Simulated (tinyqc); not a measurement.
From results back to parameters: sp3s* tight binding. Three cases, with inputs chosen for the exercise.

Problem. Without spin-orbit coupling the s levels at Gamma are the roots of [[Esa, Vss], [Vss, Esc]], the p levels those of [[Epa, Vxx], [Vxx, Epc]], and the doubly degenerate valence level at X is the lower root of [[Epa, Vxy], [Vxy, Epc]]. The atomic differences are given; the levels below come from hidden parameters.

Find: Esa, Esc, Epa, Epc; |Vss|, |Vxx|, |Vxy|.

Method. The mean of a pair of roots is the mean of the two levels, which with the given difference fixes both; half the splitting, squared, less a quarter of the squared difference is V^2. At X the lower root lies sqrt((dEp/2)^2 + Vxy^2) below the mean p level.

Case 1.

Values chosen (out of a larger set: near a published set for GaP, fitted to gaps, whose masses and valley positions are rough; not measured data): dEs = 5.956 eV (Esc - Esa); dEp = 2.949 eV (Epc - Epa).

s levels at Gamma (eV): -13.13662  2.79462

p levels at Gamma (eV): -0.00527  5.23027

valence level X5 = -2.74731 eV

Solution.

Esa, Esc, Epa, Epc (eV): -8.149  -2.193  1.138  4.087

|Vss|, |Vxx|, |Vxy| (eV): 7.388  2.163  5.153

Case 2.

Values chosen (out of a larger set: near a published set for GaSb, fitted to gaps, whose masses and valley positions are rough; not measured data): dEs = 3.416 eV (Esc - Esa); dEp = 2.108 eV (Epc - Epa).

s levels at Gamma (eV): -12.02946  0.85946

p levels at Gamma (eV): -0.01696  3.81496

valence level X5 = -2.33140 eV

Solution.

Esa, Esc, Epa, Epc (eV): -7.293  -3.877  0.845  2.953

|Vss|, |Vxx|, |Vxy| (eV): 6.214  1.600  4.097

Case 3.

Values chosen (out of a larger set: near a published set for GaSb, fitted to gaps, whose masses and valley positions are rough; not measured data): dEs = 3.395 eV (Esc - Esa); dEp = 2.045 eV (Epc - Epa).

s levels at Gamma (eV): -12.01425  0.81125

p levels at Gamma (eV): -0.00233  3.76333

valence level X5 = -2.34411 eV

Solution.

Esa, Esc, Epa, Epc (eV): -7.299  -3.904  0.858  2.903

|Vss|, |Vxx|, |Vxy| (eV): 6.184  1.581  4.099

Computed by tinyqc, one run a case: `OMP_NUM_THREADS=1 python tinyqc.py N N+1 out.jsonl` with N = 1452273, 1452366, 1452369; one thread of a shared Intel(R) Xeon(R) Processor @ 2.30GHz, about 0.1 s a run at most.
